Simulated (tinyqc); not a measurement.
Worked calculation: Hueckel theory of the pi electrons with the omega technique, for the molecule BC=CC=C[CH2+] (SMILES; centres numbered as the heavy atoms are written). One step of it, computed by the program tinyqc.

Problem. Energy, charges, bond orders. E = sum n x; q_r = z_r - P_rr; bond order p = P_rs; free valence = sqrt(3) - sum of p over the bonds of the atom.

final x values: 2.034004  1.329173  0.481877  -0.573947  -1.257496  -1.613616

occupations: 2.000000  2.000000  0.000000  0.000000  0.000000  0.000000

final P, lower triangle:
```
           1B         2C         3C        4C        5C        6C
1B   0.058815
2C   0.212617   0.776986
3C   0.206212   0.780051   0.865967
4C   0.071531   0.330503   0.548044  0.705032
5C  -0.081821  -0.215228   0.046088  0.592782  0.889299
6C  -0.120953  -0.375532  -0.168985  0.383278  0.762374  0.703901
```

Centres:

| centre | z_r, pi electrons of the neutral centre | h |
|---|---|---|
| 1B | 0 | -1.000000 |
| 2C | 1 | 0.000000 |
| 3C | 1 | 0.000000 |
| 4C | 1 | 0.000000 |
| 5C | 1 | 0.000000 |
| 6C | 1 | 0.000000 |

Bonds:

| i | j | k |
|---|---|---|
| 1 | 2 | 0.700000 |
| 2 | 3 | 1 |
| 3 | 4 | 1 |
| 4 | 5 | 1 |
| 5 | 6 | 1 |

Give: pi energy = 4 alpha + this times beta; pi charges; Bond orders and lengths from R = 1.517 - 0.180 p; free valence of the carbons; gap between the highest filled and the next level.

Solution.

pi energy = 4 alpha + this times beta = 6.7264

pi charges: 1B -0.0588, 2C 0.2230, 3C 0.1340, 4C 0.2950, 5C 0.1107, 6C 0.2961

Bond orders and lengths from R = 1.517 - 0.180 p (angstrom, C-C alone):

| bond | p | R |
|---|---|---|
| 1-2 | 0.2126 | - |
| 2-3 | 0.7801 | 1.3766 |
| 3-4 | 0.5480 | 1.4184 |
| 4-5 | 0.5928 | 1.4103 |
| 5-6 | 0.7624 | 1.3798 |

free valence of the carbons: 2C 0.7394, 3C 0.4040, 4C 0.5912, 5C 0.3769, 6C 0.9697

gap between the highest filled and the next level = 0.8473 |beta|
